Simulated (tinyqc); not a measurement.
MOSFET in the linear regime without short-channel effects, parameter extraction from computed curves: two steps of the calculation.

Inversion charge Q = Cox n Vt W0(exp((Vg - VT)/(n Vt))), W0 the Lambert function and n = nf; u = Q/Cox; mobility mu = mu0/(1 + th1 u + th2 u^2); channel resistance Rch = (L - dL)/(W mu Q); Id = Vd/(Rch + Rsd/W). Cox = eps0 eox/tox. Small Vd, no channel-length or drain effects.

Inputs (values chosen for the exercise); channel values of the order met in silicon transistors:
```
symbol,value,unit,meaning
T,77,K,temperature
eox,9.12,,relative permittivity of the gate insulator (close to aluminium oxide)
tox,3,nm,insulator thickness
mu0,430,cm^2/(V s),low-field mobility
th1,0.44,1/V,first mobility attenuation factor
th2,0.07,1/V^2,second mobility attenuation factor
VT,0.6,V,threshold voltage
nf,1.16,,body factor
W,1,um,gate width
L,0.83,um,drawn gate length
dL,0.005,um,drawn less effective length
Rsd,120,ohm um,source plus drain resistance
Vd,0.05,V,drain voltage
```

Constants: q = 1.602176634e-19 C, kB = 1.380649e-23 J/K, Vt = kB T/q, eps0 = 8.8541878128e-14 F/cm where lengths are in cm. Results are converted to the units shown.

Task 1. Transfer curve. u, mu, Rch and Id as defined.

```
point,Vg (V)
0,0.4
1,0.5
2,0.6
3,0.7
4,0.8
5,0.9
6,1
7,1.1
8,1.2
9,1.3
10,1.4
11,1.5
```

Wanted: u; mu; Rch; Id.

Result 1.

```
point,u (V),mu (cm^2/(V s)),Rch (ohm),Id (uA)
0,3.9953e-14,430.00,1.7841e16,2.8026e-12
1,1.7536e-8,430.00,4.0647e10,1.2301e-6
2,0.0043653,429.18,1.6360e5,0.30540
3,0.081808,414.87,9030.7,5.4640
4,0.17591,398.31,4374.3,11.125
5,0.27255,382.18,2942.5,16.326
6,0.37019,366.75,2257.6,21.030
7,0.46838,352.04,1858.8,25.267
8,0.56691,338.07,1599.2,29.082
9,0.66567,324.79,1417.6,32.518
10,0.76461,312.19,1284.0,35.612
11,0.86367,300.23,1182.0,38.402
```

Task 2. The Y function. Y_i = Id_i/sqrt(gm_i). For Id = beta Vd x/(1 + th x), x = Vg - VT, Y = sqrt(beta Vd) x whatever th. Slope s from points 7 and 10; VT_Y = Vg - Y/s at point 10; beta = s^2/Vd; mobility beta L/(W Cox) with the drawn L; th* = (beta Vd x/Id - 1)/x at point 10.

```
point,Vg (V),Id (uA)
0,0.4,2.8025840e-12
1,0.5,1.2301060e-6
2,0.6,0.30539987
3,0.7,5.4640484
4,0.8,11.125139
5,0.9,16.326273
6,1,21.029725
7,1.1,25.267420
8,1.2,29.082462
9,1.3,32.517579
10,1.4,35.612147
11,1.5,38.401544
```

```
point,gm (uS)
1,1.5269993
2,27.320236
3,54.098695
4,54.311125
5,49.522932
6,44.705731
7,40.263686
8,36.250797
9,32.648423
10,29.419825
```

Wanted: Y; s; VT_Y; beta; mobility from Y; th*.

Result 2.

```
point,Y (uA^0.5 V^0.5)
1,9.9546e-7
2,0.058429
3,0.74288
4,1.5096
5,2.3200
6,3.1452
7,3.9820
8,4.8303
9,5.6910
10,6.5657
```

s = 8.6121 uA^0.5 V^-0.5
VT_Y = 0.63762 V
beta = 1483.4 uA/V^2
mobility from Y = 457.41 cm^2/(V s)
th* = 0.77098 1/V

The mobility from Y is 5.7 % above mu0 L/(L - dL) = 433 cm^2/(V s), which it should reach in deep inversion when th2 = 0.

Numbers from tinyqc (`OMP_NUM_THREADS=1 python tinyqc.py 2210123 2210124 out.jsonl`; about 0.01 s on one thread of a shared Intel Xeon 2.30GHz).
